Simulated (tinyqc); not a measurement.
Inside a calculation: deep level with several charge states, and Shockley-Read-Hall recombination. Values are carried at full precision from step to step, so a last printed digit may differ when a step is redone from the rounded ones.

Energies from Ev. The defect has charge states +1, 0, -1 with weights 1, gm exp((EF - E1)/kT), exp((2 EF - E1 - E2)/kT); the shares are the weights over their sum. Boltzmann carriers: n = Nc exp((EF - Eg)/kT), p = Nv exp(-EF/kT). Neutrality: p - n + Nd + Nt <q> = 0.

Constants: kB = 8.617333262e-05 eV/K.

Inputs chosen for the exercise (gap and densities of states near those of Si at this temperature; the results hold for these values, not for the real material): Eg = 1.117 eV (gap); Nc = 2.77e+19 1/cm^3 (conduction-band density of states); Nv = 1.2e+19 1/cm^3 (valence-band density of states); T = 300 K; E1 = 0.254 eV (level (+1/0) above Ev); E2 = 0.683 eV (level (0/-1) above Ev); gm = 2 (degeneracy of the middle state, the others 1); Nt = 4.7e+14 1/cm^3 (defects); Nd = 4.1e+15 1/cm^3 (ionised shallow donors minus acceptors); E_try = 0.17 eV (trial Fermi level); Et = 0.254 eV (recombination level above Ev); sn = 1.2e-14 cm^2 (electron capture cross-section); sp_ = 1.1e-16 cm^2 (hole capture cross-section); vth = 13000000 cm/s (thermal velocity, both carriers); Nm = 2.7e+16 1/cm^3 (equilibrium electrons for the lifetime steps); dn = 9.3e+13 1/cm^3 (excess pairs).

## Charge states at a trial Fermi level

Form the exponents, the shares, the mean charge and the residual of neutrality at EF = E_try.

exponents of the second and third weights: -3.249  -23.093

shares: +1 0.9280, 0 0.0720, -1 0.0000

<q> = 0.9280

n, p (1/cm^3): 3.42e+03  1.67e+16

residual = 2.13e+16 1/cm^3

The residual is positive, so EF must rise.

## The neutral state

Solve for EF.

EF = 0.8859 eV

shares at EF: +1 0.000, 0 0.001, -1 0.999

n = 3.63e+15 1/cm^3
p = 1.57e+04 1/cm^3

Without the defects the majority density would be 4.10e+15 1/cm^3; with them the density of these carriers is 3.63e+15, so they compensate part of the doping. Most defects are in the state -1.

## Recombination through one level

One level at Et with degeneracy 1: tn = 1/(sn vth Nt), tp = 1/(sp_ vth Nt), n1 = Nc exp((Et - Eg)/kT), p1 = Nv exp(-Et/kT), ni^2 = n1 p1. Equilibrium n0 = Nm, p0 = ni^2/Nm; n = n0 + dn, p = p0 + dn. U = (n p - ni^2)/(tp (n + n1) + tn (p + p1)), lifetime dn/U; emission rates en = sn vth n1, ep = sp_ vth p1.

Evaluate each quantity.

tn, tp (microsecond): 0.01364  1.488

n1, p1 (1/cm^3): 8.80e+04  6.49e+14

U = 6.25e+19 1/(cm^3 s)
lifetime = 1.49 microsecond

The lifetime is 1.000 times the minority capture time tp and 0.991 times tn + tp, the limit of high injection.

## Emission and generation in a depleted region

With n = p = 0 the level generates pairs at G = Nt en ep/(en + ep); generation lifetime tg = ni/G; current density e G W for a width W = 1 micrometre, e = 1.602176634e-19 C.

en, ep (1/s): 0.0137  9.28e+05

G = 6.46e+12 1/(cm^3 s)
tg = 1.17e+03 microsecond
current density = 1.03e-10 A/cm^2

The slower step, electron emission, limits the rate: en/ep = 1.48e-08.

## Checks

- U against hole capture minus emission at the steady occupation of the level (1/(cm^3 s)): both 6.249e+19.

tinyqc: `OMP_NUM_THREADS=1 python tinyqc.py 1652456 1652457 out.jsonl`; about 0.01 s, one thread, shared Intel(R) Xeon(R) Processor @ 2.30GHz.
